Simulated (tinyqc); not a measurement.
# Strain-driven roughening and islands of a mismatched epitaxial film, step by step

A worked calculation. Computed by tinyqc, a small Python program that keeps every step. Command: `OMP_NUM_THREADS=1 python tinyqc.py 3031659 3031660 out.jsonl island walk`. One thread of a shared host (Intel(R) Xeon(R) Processor @ 2.30GHz), about 0.01 s of CPU time with the checks. Intermediate numbers are printed to about 7 digits and carried at full precision; extremes and crossings named in words are read from the listed rows.

Film and substrate share isotropic elastic constants; the film is coherent and biaxially strained.

Inputs (values chosen for the exercise, for a model film): misfit |f| = 0.0151; shear modulus G = 39.5 GPa; Poisson ratio nu = 0.23; surface energy gamma = 1.22 J/m^2; contact angle of the shallow shape theta_1 = 13.4 degrees; contact angle of the steep shape theta_2 = 24 degrees; facet energy of shape 1 over gamma = 1.004; facet energy of shape 2 over gamma = 1.035; wetting energy gamma_s - gamma = 0.43 J/m^2; decay length of wetting delta = 0.46 nm; surface mobility D_s nu_s Omega^2/(k_B T) = 2.5e-35 m^6/(J s); initial ripple amplitude A0 = 0.21 nm; ripple wavelength over the critical one = 2.6; island volume V = 180 nm^3.

Transport: surface diffusion.

Constants: e = 1.602176634e-19 C.

## Elastic energy of the flat film

M = 2 G (1 + nu)/(1 - nu); stress = M f; energy density w = M f^2.

biaxial modulus M = 126.1948 GPa

stress = 1.905542 GPa

energy density w = 28.77368 MJ/m^3

## Asaro-Tiller-Grinfeld instability

A ripple A cos(k x) has the surface chemical potential per volume [gamma k^2 - 2 (1 + nu) w k] A cos(k x), so k_c = 2 (1 + nu) w/gamma. With surface diffusion the amplitude grows at the rate q = B k^2 [2 (1 + nu) w k - gamma k^2], fastest at k_m = (3/4) k_c. B is the surface mobility.

k_c = 0.05801905 1/nm

critical wavelength = 108.2952 nm

fastest wavelength = 144.3936 nm

growth time 1/q at k_m = 27434.29 s

A ripple of A0 needs about 97000 s to reach a twentieth of its wavelength.

## A ripple of given wavelength

A ripple A cos(k x) has the surface chemical potential per volume [gamma k^2 - 2 (1 + nu) w k] A cos(k x), so k_c = 2 (1 + nu) w/gamma. With surface diffusion the amplitude grows at the rate q = B k^2 [2 (1 + nu) w k - gamma k^2], fastest at k_m = (3/4) k_c. B is the surface mobility. Stress at the trough = stress x (1 + 2 k A).

k = 0.02231502 1/nm

rate q = 1.210066e-05 1/s

q over the largest rate = 0.3319730

stress concentration at A0 = 1.009372

The ripple grows.

## Wetting layer

The surface energy depends on thickness as gamma + (gamma_s - gamma) exp(-h/delta). Its curvature adds W2 = (gamma_s - gamma) exp(-h/delta)/delta^2 to the restoring terms; the flat film is stable while W2 > (1 + nu)^2 w^2/gamma, which gives h_c = delta ln[(gamma_s - gamma) gamma/(delta^2 (1 + nu)^2 w^2)], or 0 if negative.

wetting-layer thickness h_c = 3.491629 nm

Layer-by-layer growth up to h_c, then roughening: the Stranski-Krastanov mode.

## Island nucleation

Shallow faceted island (Tersoff form): E = 4 Gam V^(2/3) tan^(1/3)(theta) - 6 c V tan(theta), Gam = gamma [x/sin(theta) - 1/tan(theta)], x the facet energy over gamma, c = stress^2 (1 - nu)/(2 pi G). The barrier is the maximum of E, at V_c = [4 Gam/(9 c)]^3 / tan^2(theta) (1 GPa nm = 1 J/m^2).

c = 0.01126550 GPa

Gam of shape 1 = 0.1643744 J/m^2

critical volume, shape 1 = 4805.043 nm^3

barrier, shape 1 = 241.4692 eV

Gam of shape 2 = 0.3643009 J/m^2

critical volume, shape 2 = 14976.67 nm^3

barrier, shape 2 = 1406.565 eV

The shallow shape has the lower barrier. Each barrier is a third of the surface term at V_c and scales as Gam^3/c^2, that is as f^(-4).

## Which shape at the volume V

The two energies cross at V_x^(1/3) = 4 [Gam_2 t2^(1/3) - Gam_1 t1^(1/3)]/(6 c (t2 - t1)), t = tan(theta); mu = dE/dV.

E of shape 1 = 63.01112 eV

E of shape 2 = 187.5941 eV

crossing volume V_x = 127994.6 nm^3

jump of mu at V_x, shape 2 less shape 1 = -4.663808 MJ/m^3

At V the shallow shape is lower, though both lie above the flat film. At V_x the chemical potential drops, so islands that have turned steep grow at the cost of the shallow ones.

## Scaling with the misfit

A ripple A cos(k x) has the surface chemical potential per volume [gamma k^2 - 2 (1 + nu) w k] A cos(k x), so k_c = 2 (1 + nu) w/gamma. With surface diffusion the amplitude grows at the rate q = B k^2 [2 (1 + nu) w k - gamma k^2], fastest at k_m = (3/4) k_c. V_c = [4 Gam/(9 c)]^3/tan^2(theta), barrier = (4/3) Gam V_c^(2/3) tan^(1/3)(theta); the growth time is 1/q at k_m.

Misfit scaled at fixed constants:
```
|f| (%)  fastest wavelength (nm)  growth time (s)  V_c of shape 1 (nm^3)  barrier of shape 1 (eV)
0.3775                  2310.298     1.797934e+09           1.968146e+07             6.181612e+04
0.5285                  1178.723     1.218286e+08           2.613900e+06             1.609124e+04
0.7550                   577.574     7.023179e+06           3.075228e+05             3.863508e+03
1.0570                   294.681     4.758931e+05           4.084220e+04             1.005703e+03
1.5100                   144.394     2.743429e+04           4.805043e+03             2.414692e+02
2.1140                    73.670     1.858958e+03           6.381593e+02             6.285642e+01
```

Halving the misfit stretches the wavelength 4 times, the barrier 16 times, the volume 64 times and the time 256 times: f^(-2), f^(-4), f^(-6), f^(-8). Over these rows the time spans 6.0 decades: strongly mismatched films tend to roughen first, while dilute alloys have time to stay flat. Rows with wavelengths under 10 nm or volumes under 5 nm^3 are beyond the continuum picture.

Checks made by the program: k_m against a numerical maximum of the rate (relative difference 4e-10).
